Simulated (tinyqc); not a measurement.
Hubbard chain of 5 sites, step by step. One step of it, computed by the program tinyqc.

Task: Mean-field iteration 2. H(up) = T + U n(down), H(down) = T + U n(up); fill the lowest levels; n(new) = n + mixing (n(out) - n); E = tr T (rho up + rho down) + U sum n_up n_down of the output.

one-body matrix (hopping and site energies) (eV), order 1, 2, 3, 4, 5:
$$\begin{pmatrix}
-0.850000 & -0.900000 & 0.000000 & 0.000000 & 0.000000 \\
-0.900000 & 0.290000 & -0.900000 & 0.000000 & 0.000000 \\
0.000000 & -0.900000 & -0.800000 & -0.900000 & 0.000000 \\
0.000000 & 0.000000 & -0.900000 & -0.870000 & -0.900000 \\
0.000000 & 0.000000 & 0.000000 & -0.900000 & -0.600000
\end{pmatrix}$$

U = 6.800000 eV

electrons, up and down: [3, 2]

mixing = 1

n(up) after iteration 1: 1 0.984586, 2 0.030158, 3 0.964694, 4 0.043757, 5 0.976805

n(down) after iteration 1: 1 0.031040, 2 0.940633, 3 0.047638, 4 0.961058, 5 0.019630

Give: levels, up; levels, down; energy; n(up) after iteration 2; n(down) after iteration 2.

Result:

levels, up (eV): [-0.8628, -0.6880, -0.4978, 5.9037, 6.9148]

levels, down (eV): [-0.8273, 0.2244, 5.8413, 6.0808, 6.2509]

energy = -3.7817 eV

n(up) after iteration 2: 1 0.9861, 2 0.0276, 3 0.9680, 4 0.0374, 5 0.9808

n(down) after iteration 2: 1 0.0243, 2 0.9521, 3 0.0406, 4 0.9663, 5 0.0167
